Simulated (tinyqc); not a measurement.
# Long-channel MOSFET, surface-potential model: several studies

n-channel transistor on a uniformly doped p-type body, gradual-channel approximation, constant mobility, Boltzmann statistics, full ionisation. Potentials are counted from the neutral body; V is the electron quasi-Fermi potential, Vsb at the source and Vsb + Vds at the drain. Charges are magnitudes per area.

Inputs (values chosen for the exercise); material values close to those of silicon: temperature T = 293 K; band gap Eg = 1.13 eV; relative permittivity of the semiconductor eps_r = 11.7; conduction-band density of states at T Nc = 2.68e19 cm^-3; valence-band density of states at T Nv = 2.57e19 cm^-3; acceptor density of the body Na = 6.1e17 cm^-3; relative permittivity of the gate insulator eox = 8.8; insulator thickness tox = 20 nm; flat-band voltage Vfb = -0.85 V; channel mobility mu = 380 cm^2/(V s); gate width W = 20 um; gate length L = 0.5 um; source-body reverse bias Vsb = 0 V; gate-source voltage Vgs = 2.31 V; drain-source voltage Vds = 0.5 V.

Constants: q = 1.602176634e-19 C, kB = 1.380649e-23 J/K, Vt = kB T/q, eps0 = 8.8541878128e-14 F/cm where lengths are in cm. Results are converted to the units shown.

Each table varies one quantity; the others keep the values above.

## Effect of the acceptor density of the body

ni = sqrt(Nc Nv) exp(-Eg/(2 Vt)), Eg in volts; phiF = Vt ln(Na/ni); Cox = eps0 eox/tox; gamma = sqrt(2 q eps0 eps_r Na)/Cox. The surface potential psi at channel potential V solves Vgs + Vsb - Vfb - psi = gamma sqrt(G), G = psi - Vt + Vt exp((psi - 2 phiF - V)/Vt). Charge sheet: Qi = Cox gamma [sqrt(G) - sqrt(psi - Vt)]; I = mu (W/L) [integral of Qi dpsi from psi_0 to psi_L (drift) + Vt (Qi0 - QiL) (diffusion)], with psi_0 at V = Vsb and psi_L at V = Vsb + Vds. VT = Vfb + 2 phiF + gamma sqrt(2 phiF + Vsb), m = 1 + gamma/(2 sqrt(2 phiF + Vsb)). The swing is 20 mV/log10[I(VT - 0.14 V)/I(VT - 0.16 V)] of the charge-sheet current at the given Vds.

Effect of the acceptor density of the body:

| Na (cm^-3) | gamma (V^0.5) | VT (V) | m | swing (mV/decade) | I at Vgs, Vds (uA) |
|---|---|---|---|---|---|
| 6.1e16 | 0.3653 | 0.3053 | 1.201 | 72.43 | 4425 |
| 1.1e17 | 0.4905 | 0.4567 | 1.265 | 76.44 | 3975 |
| 2.1e17 | 0.6777 | 0.6742 | 1.360 | 82.33 | 3317 |
| 3.9e17 | 0.9236 | 0.9521 | 1.482 | 89.97 | 2470 |
| 7.1e17 | 1.246 | 1.311 | 1.640 | 99.93 | 1399 |
| 1.3e18 | 1.686 | 1.796 | 1.852 | 113.6 | 313.5 |
| 2.4e18 | 2.291 | 2.461 | 2.140 | 132.7 | 0.4730 |

What does the comparison show?

As Na goes from 6.1e16 to 2.4e18 cm^-3, VT rises from 0.305 to 2.46 V, the swing rises from 72.4 to 133 mV a decade and the current falls from 4420 to 0.473 uA. The swing is 3.7 % above m Vt ln 10 in the first row and 6.6 % above it in the last. The gate voltage is below VT in 1 of the 7 rows. For Na = 6.1e16 to 1.3e18 cm^-3 the surface electron density at the source passes 0.3 Nc, where degeneracy and quantisation, left out here, matter. For Na = 6.1e16 to 7.1e17 cm^-3 mu V/L, with V the smaller of Vds and (Vgs - VT)/m, passes 3e6 cm/s, so velocity saturation would lower the current.

## Effect of the insulator thickness

Same model as above.

Result of one run:

| tox (nm) | gamma (V^0.5) | VT (V) | m | swing (mV/decade) | I at Vgs, Vds (uA) |
|---|---|---|---|---|---|
| 16 | 0.9240 | 0.9860 | 1.477 | 89.52 | 2974 |

What becomes of these results when the insulator thickness tox is changed from 16 to 40 nm, all else the same?

Result of the changed run:

| tox (nm) | gamma (V^0.5) | VT (V) | m | swing (mV/decade) | I at Vgs, Vds (uA) |
|---|---|---|---|---|---|
| 40 | 2.310 | 2.330 | 2.191 | 136.6 | 2.171 |

The whole series:

| tox (nm) | gamma (V^0.5) | VT (V) | m | swing (mV/decade) | I at Vgs, Vds (uA) |
|---|---|---|---|---|---|
| 6.7 | 0.3869 | 0.4652 | 1.200 | 71.95 | 1.187e4 |
| 9 | 0.5198 | 0.5940 | 1.268 | 76.30 | 7973 |
| 12 | 0.6930 | 0.7620 | 1.357 | 81.96 | 5119 |
| 16 | 0.9240 | 0.9860 | 1.477 | 89.52 | 2974 |
| 22 | 1.271 | 1.322 | 1.655 | 100.9 | 1238 |
| 30 | 1.733 | 1.770 | 1.893 | 116.5 | 228.3 |
| 40 | 2.310 | 2.330 | 2.191 | 136.6 | 2.171 |

As tox goes from 6.7 to 40 nm, VT rises from 0.465 to 2.33 V, the swing rises from 72.0 to 137 mV a decade and the current falls from 11900 to 2.17 uA. The swing is 3.2 % above m Vt ln 10 in the first row and 7.2 % above it in the last. The gate voltage is below VT in 1 of the 7 rows. For tox = 6.7 to 30 nm the surface electron density at the source passes 0.3 Nc, where degeneracy and quantisation, left out here, matter. For tox = 6.7 to 22 nm mu V/L, with V the smaller of Vds and (Vgs - VT)/m, passes 3e6 cm/s, so velocity saturation would lower the current.

## Effect of the source-body reverse bias

Same model as above.

The same in every row: gamma (V^0.5) = 1.155.

Effect of the source-body reverse bias:

| Vsb (V) | VT (V) | m | swing (mV/decade) | I at Vgs, Vds (uA) |
|---|---|---|---|---|
| 0 | 1.210 | 1.596 | 97.12 | 1695 |
| 0.5 | 1.476 | 1.481 | 88.56 | 1052 |
| 1 | 1.699 | 1.415 | 83.89 | 559.7 |
| 1.5 | 1.894 | 1.370 | 80.85 | 243.4 |
| 2 | 2.071 | 1.337 | 78.68 | 72.19 |
| 2.5 | 2.232 | 1.311 | 77.03 | 8.118 |
| 3 | 2.383 | 1.291 | 75.71 | 0.1473 |

As Vsb goes from 0 to 3 V, VT rises from 1.21 to 2.38 V, the swing falls from 97.1 to 75.7 mV a decade and the current falls from 1690 to 0.147 uA. The swing is 4.7 % above m Vt ln 10 in the first row and 0.88 % above it in the last. The gate voltage is below VT in 1 of the 7 rows. For Vsb = 0 to 2 V the surface electron density at the source passes 0.3 Nc, where degeneracy and quantisation, left out here, matter. For Vsb = 0 to 1 V mu V/L, with V the smaller of Vds and (Vgs - VT)/m, passes 3e6 cm/s, so velocity saturation would lower the current.

tinyqc, about 0.04 s, one thread, Intel Xeon 2.30GHz (shared host): `OMP_NUM_THREADS=1 python tinyqc.py 2360039 2360040 out.jsonl`
